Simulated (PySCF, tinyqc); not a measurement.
Inside a calculation. Method: CCD on RHF in the sto-3g basis, for H4, spin multiplicity 1. The lowest restricted solution is unstable here: a spin-polarised one lies 0.0282 hartree lower (PySCF). Computed by tinyqc, a small Python program that keeps every step (integrals from PySCF). Settings: charge = 0, multiplicity = 1, basis = sto-3g, method = RHF, energy threshold = 1e-10, iteration cap = 55, orthogonalisation = symmetric, start = Wolfsberg-Helmholz matrix, DIIS depth = 6, amplitude equations = CCD, DIIS depth for amplitudes = 0, cap on updates = 69. Command: `OMP_NUM_THREADS=1 python tinyqc.py 25767 25768 out.jsonl` (the two numbers bound the seeds that draw the settings). One thread of a shared host (Intel(R) Xeon(R) Processor @ 2.60GHz), about 0.2 s of CPU time with the checks. The early iterations of the SCF are left out here.

## One-electron integrals

Geometry (angstrom):
```
atom        x        y        z
H     0.00000  0.00000  0.00000
H     0.00000  0.00000  1.28600
H     0.00000  0.00000  2.74100
H     0.00000  0.00000  4.02700
```

Basis sto-3g: exponents (1/bohr^2) and contraction coefficients of normalised primitives:
```
element  l (shell)  exponent  coefficient
H            s (1)   3.42525      0.15433
H            s (1)   0.62391      0.53533
H            s (1)   0.16886      0.44463
```

Overlap, kinetic and nuclear-attraction integrals over the contracted functions; the nuclear repulsion is the sum of Za Zb / Rab.

nuclear repulsion = 1.7042045 hartree

overlap S:
```
         1H 1s    2H 1s    3H 1s    4H 1s
1H 1s  1.00000  0.34550  0.03107  0.00165
2H 1s  0.34550  1.00000  0.27376  0.03107
3H 1s  0.03107  0.27376  1.00000  0.34550
4H 1s  0.00165  0.03107  0.34550  1.00000
```

kinetic energy T (hartree):
```
          1H 1s     2H 1s     3H 1s     4H 1s
1H 1s   0.76003   0.03608  -0.00887  -0.00112
2H 1s   0.03608   0.76003   0.01377  -0.00887
3H 1s  -0.00887   0.01377   0.76003   0.03608
4H 1s  -0.00112  -0.00887   0.03608   0.76003
```

nuclear attraction V (hartree):
```
          1H 1s     2H 1s     3H 1s     4H 1s
1H 1s  -1.95851  -0.63014  -0.05293  -0.00270
2H 1s  -0.63014  -2.18901  -0.50869  -0.05293
3H 1s  -0.05293  -0.50869  -2.18901  -0.63014
4H 1s  -0.00270  -0.05293  -0.63014  -1.95851
```

core Hamiltonian H = T + V (hartree):
```
          1H 1s     2H 1s     3H 1s     4H 1s
1H 1s  -1.19848  -0.59405  -0.06180  -0.00382
2H 1s  -0.59405  -1.42898  -0.49492  -0.06180
3H 1s  -0.06180  -0.49492  -1.42898  -0.59405
4H 1s  -0.00382  -0.06180  -0.59405  -1.19848
```

## Two-electron integrals

Functions are numbered as in S; the eight-fold symmetry (ij|kl) = (ji|kl) = (kl|ij) leaves the list below.

Two-electron integrals (ij|kl) in chemists' order, unique and non-zero (hartree):
```
(11|11) 0.77461    (21|11) 0.19723    (21|21) 0.07120    (22|11) 0.39507
(22|21) 0.19723    (22|22) 0.77461    (31|11) 0.01196    (31|21) 0.00506
(31|22) 0.01713    (31|31) 0.00045    (32|11) 0.07330    (32|21) 0.03592
(32|22) 0.14869    (32|31) 0.00404    (32|32) 0.04297    (33|11) 0.19303
(33|21) 0.08838    (33|22) 0.35533    (33|31) 0.01196    (33|32) 0.14869
(33|33) 0.77461    (41|11) 0.00044    (41|21) 0.00021    (41|22) 0.00079
(41|31) 2.22e-05   (41|32) 0.00023    (41|33) 0.00079    (41|41) 1.23e-06
(42|11) 0.00640    (42|21) 0.00298    (42|22) 0.01196    (42|31) 0.00036
(42|32) 0.00404    (42|33) 0.01713    (42|41) 2.22e-05   (42|42) 0.00045
(43|11) 0.05441    (43|21) 0.02355    (43|22) 0.08838    (43|31) 0.00298
(43|32) 0.03592    (43|33) 0.19723    (43|41) 0.00021    (43|42) 0.00506
(43|43) 0.07120    (44|11) 0.13141    (44|21) 0.05441    (44|22) 0.19303
(44|31) 0.00640    (44|32) 0.07330    (44|33) 0.39507    (44|41) 0.00044
(44|42) 0.01196    (44|43) 0.19723    (44|44) 0.77461
```

## Orthogonalisation

S = U s U^T; symmetric (Loewdin) form X = U s^(-1/2) U^T, so that X^T S X = 1.

eigenvalues of S: 0.51969  0.73731  1.20490  1.53810

X:
```
          1H 1s     2H 1s     3H 1s     4H 1s
1H 1s   1.05044  -0.19349   0.02501  -0.00411
2H 1s  -0.19349   1.08411  -0.15952   0.02501
3H 1s   0.02501  -0.15952   1.08411  -0.19349
4H 1s  -0.00411   0.02501  -0.19349   1.05044
```

## Iteration 9 (converged): orbitals

converged F (hartree):
```
          1H 1s     2H 1s     3H 1s     4H 1s
1H 1s  -0.17346  -0.36794  -0.05305   0.01333
2H 1s  -0.36794  -0.20705  -0.21492  -0.05305
3H 1s  -0.05305  -0.21492  -0.20705  -0.36794
4H 1s   0.01333  -0.05305  -0.36794  -0.17346
```

Diagonalise F' = X^T F X, C = X C', fill 2 alpha and 2 beta electrons from the bottom; D = 2 C_occ C_occ^T. Each column has its largest component positive (the first on a tie).

F' = X^T F X (hartree):
```
          1         2         3         4
1  -0.05055  -0.35618   0.03092   0.01168
2  -0.35618  -0.02986  -0.20425   0.03092
3   0.03092  -0.20425  -0.02986  -0.35618
4   0.01168   0.03092  -0.35618  -0.05055
```

orbital energies (hartree): MO1 -0.47608, MO2 -0.34870, MO3 0.20311, MO4 0.46086

coefficients C:
```
           MO1       MO2       MO3       MO4
1H 1s  0.34603   0.50749   0.66472  -0.56777
2H 1s  0.45344   0.39892  -0.48582   0.79878
3H 1s  0.45344  -0.39892  -0.48582  -0.79878
4H 1s  0.34603  -0.50749   0.66472   0.56777
```

D after iteration 9:
```
          1H 1s     2H 1s     3H 1s     4H 1s
1H 1s   0.75457   0.71870  -0.09108  -0.27562
2H 1s   0.71870   0.72948   0.09294  -0.09108
3H 1s  -0.09108   0.09294   0.72948   0.71870
4H 1s  -0.27562  -0.09108   0.71870   0.75457
```

## Convergence

Stop when the energy changes by less than 1e-10 hartree and every element of the error matrix X^T (F D S - S D F) X is below 3e-06.

Course of the cycle:
```
iteration  E (hartree)     change  largest element of the error matrix
1           -1.9053745          -                             1.80e-01
2           -1.9527536  -4.74e-02                             3.29e-02
3           -1.9547208  -1.97e-03                             9.45e-03
4           -1.9549019  -1.81e-04                             3.85e-04
5           -1.9549022  -2.88e-07                             9.68e-05
6           -1.9549022  -1.30e-08                             5.55e-05
7           -1.9549022  -3.26e-09                             3.88e-05
8           -1.9549022  -3.11e-09                             1.38e-07
9           -1.9549022  -4.13e-14                             2.00e-09
```

PySCF RHF in the same basis = -1.9549022 hartree

Converged in 9 iterations.

## Integrals over molecular orbitals

(pq|rs) = sum C_ip C_jq C_kr C_ls (ij|kl), one index at a time.

one-electron integrals over orbitals h = C^T H C (hartree):
```
          1         2         3         4
1  -1.49067   0.00000   0.11967   0.00000
2   0.00000  -1.34365   0.00000  -0.09725
3   0.11967   0.00000  -1.12345   0.00000
4   0.00000  -0.09725   0.00000  -0.99662
```

Two-electron integrals over orbitals (pq|rs), unique and non-zero (hartree):
```
(11|11) 0.41615    (21|21) 0.17261    (22|11) 0.38553    (22|22) 0.39650
(31|11) -0.05910   (31|22) 0.00841    (31|31) 0.11325    (32|21) 0.07740
(32|32) 0.12527    (33|11) 0.38885    (33|22) 0.39369    (33|31) 0.00222
(33|33) 0.40730    (41|21) 0.02991    (41|32) -0.07963   (41|41) 0.10136
(42|11) 0.06357    (42|22) 2.62e-05   (42|31) -0.11106   (42|33) -0.00272
(42|42) 0.11556    (43|21) -0.17130   (43|32) -0.08046   (43|41) -0.02855
(43|43) 0.18213    (44|11) 0.43348    (44|22) 0.40372    (44|31) -0.06238
(44|33) 0.41351    (44|42) 0.06851    (44|44) 0.46811
```

## CCD: starting amplitudes

t_ij^ab = <ij||ab> / (e_i + e_j - e_a - e_b), whose energy is MP2.

Starting amplitudes (spin orbitals 1a, 1b, ...; amplitudes related by a flip of all spins are not repeated):
```
from      to         t
2a 2b  3a 3b  -0.11351
1a 1b  3a 3b  -0.08337
1a 2b  3a 4b   0.07460
2a 2b  4a 4b  -0.07137
1a 1b  4a 4b  -0.05409
1a 2b  3b 4a  -0.05349
1a 2a  3a 4a   0.02111
```

correlation energy = -0.0638089 hartree

## CCD: amplitude update 1

t_ij^ab D_ij^ab are set to the remaining terms of the spin-orbital equations, evaluated with the old amplitudes; for the doubles these are <ij||ab> + 1/2 <ab||ef> t_ij^ef + 1/2 <mn||ij> t_mn^ab + P(ij)P(ab) <mb||ej> t_im^ae + terms in t^2, D the orbital-energy denominators.

Amplitudes after update 1 (spin orbitals 1a, 1b, ...; amplitudes related by a flip of all spins are not repeated):
```
from      to         t
2a 2b  3a 3b  -0.17267
1a 2b  3a 4b   0.11218
1a 1b  3a 3b  -0.10724
2a 2b  4a 4b  -0.08835
1a 2b  3b 4a  -0.08723
1a 1b  4a 4b  -0.07831
1a 2a  3a 4a   0.02495
```

correlation energy = -0.0923028 hartree

## CCD: amplitude update 2

As before.

Amplitudes after update 2 (spin orbitals 1a, 1b, ...; amplitudes related by a flip of all spins are not repeated):
```
from      to         t
2a 2b  3a 3b  -0.20608
1a 2b  3a 4b   0.12769
1a 1b  3a 3b  -0.11515
1a 2b  3b 4a  -0.10026
2a 2b  4a 4b  -0.09334
1a 1b  4a 4b  -0.09280
1a 2a  3a 4a   0.02743
```

correlation energy = -0.1051032 hartree

## CCD: amplitude update 3

As before.

Amplitudes after update 3 (spin orbitals 1a, 1b, ...; amplitudes related by a flip of all spins are not repeated):
```
from      to         t
2a 2b  3a 3b  -0.22313
1a 2b  3a 4b   0.13532
1a 1b  3a 3b  -0.11566
1a 2b  3b 4a  -0.10561
1a 1b  4a 4b  -0.10043
2a 2b  4a 4b  -0.09311
1a 2a  3a 4a   0.02971
```

correlation energy = -0.1107350 hartree

## CCD: convergence

E_corr = 1/4 sum <ij||ab> t_ij^ab; stop when the norm of the change is below 1e-8.

Course of the amplitude iterations:
```
update  correlation energy (hartree)  norm of the change
0                         -0.0638089                   -
1                         -0.0923028            2.01e-01
2                         -0.1051032            9.48e-02
3                         -0.1107350            4.62e-02
4                         -0.1132957            2.47e-02
5                         -0.1144999            1.45e-02
6                         -0.1151011            9.15e-03
7                         -0.1154204            5.97e-03
8                         -0.1156012            3.96e-03
9                         -0.1157092            2.64e-03
10                        -0.1157764            1.77e-03
11                        -0.1158195            1.19e-03
12                        -0.1158476            8.02e-04
13                        -0.1158662            5.39e-04
...                              ...                 ...
28                        -0.1159037            1.42e-06
29                        -0.1159038            9.58e-07
30                        -0.1159038            6.45e-07
31                        -0.1159038            4.34e-07
32                        -0.1159038            2.92e-07
33                        -0.1159038            1.97e-07
34                        -0.1159038            1.32e-07
35                        -0.1159038            8.91e-08
36                        -0.1159038            6.00e-08
37                        -0.1159038            4.04e-08
38                        -0.1159038            2.72e-08
39                        -0.1159038            1.83e-08
40                        -0.1159038            1.23e-08
41                        -0.1159038            8.29e-09
```

Converged amplitudes (spin orbitals 1a, 1b, ...; amplitudes related by a flip of all spins are not repeated):
```
from      to         t
2a 2b  3a 3b  -0.24721
1a 2b  3a 4b   0.14385
1a 1b  4a 4b  -0.11200
1a 1b  3a 3b  -0.10782
1a 2b  3b 4a  -0.10755
2a 2b  4a 4b  -0.08662
1a 2a  3a 4a   0.03630
```

CCD total energy = -2.0708060 hartree

Converged in 41 updates.
